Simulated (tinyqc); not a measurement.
Isothermal kinetics: hydrogen passivation and dissociation of interface defects with a spread of activation energies. Computed by tinyqc, a small Python program. Command: `OMP_NUM_THREADS=1 python tinyqc.py 3024639 3024640 out.jsonl passivation walk`. One thread of a shared host (Intel(R) Xeon(R) Processor @ 2.30GHz), about 0.01 s of CPU time with the checks.

Active defects P react as P + H2 -> HP + H and HP -> P + H; released atomic hydrogen is removed. All defects start active. Activation energies are normally distributed, independently for the two reactions.

Inputs (values chosen for the exercise, for a model interface):

| quantity | value | unit |
|---|---|---|
| mean passivation energy E_f | 1.52 | eV |
| spread s_f | 0.07 | eV |
| prefactor k_f0 | 8.1e-08 | cm^3/s |
| mean dissociation energy E_d | 2.87 | eV |
| spread s_d | 0.098 | eV |
| prefactor k_d0 | 1.5e+13 | 1/s |
| dissolved hydrogen [H2] | 2.9e+16 | cm^-3 |
| anneal temperature T | 880 | K |
| anneal time t | 130 | s |

Ambient: hydrogen.

Constants: k_B = 8.617333262e-05 eV/K.

Method:
- a = k_f0 [H2] exp(-E_f/k_B T), b = k_d0 exp(-E_d/k_B T); the active share of one kind of site is b/(a + b) + (a/(a + b)) exp(-(a + b) t).
- Full average: z from -5 to 5 in steps of 0.125 with normalised weights exp(-z^2/2), energy = mean + spread x z, over both energies.
- Times are decades about 1/(a + b) of the mean site. The last column is the part of the change still to come; rows stop once it is below 1e-5.

dissociation rate b = 5.48962e-04 1/s

passivation rate a = 4.63246 1/s

Against time:

| t (s) | active share, single energy | active share, spread | unreacted part |
|---|---|---|---|
| 2.00e-04 | 9.9907e-01 | 9.9858e-01 | 9.9858e-01 |
| 2.00e-03 | 9.9078e-01 | 9.8604e-01 | 9.8604e-01 |
| 2.00e-02 | 9.1151e-01 | 8.7729e-01 | 8.7724e-01 |
| 2.00e-01 | 3.9597e-01 | 4.0009e-01 | 3.9984e-01 |
| 2.00e+00 | 2.1306e-04 | 2.1613e-02 | 2.1206e-02 |
| 2.00e+01 | 1.1849e-04 | 4.4276e-04 | 2.6646e-05 |

A single energy finishes within about two decades of time. With the spread the unreacted part is 0.99 at 0.002 s and still 0.021 at 2 s, where one energy leaves 9.5e-5: a width of s/k_B T = 0.92 in ln(rate) stretches the decay only mildly.
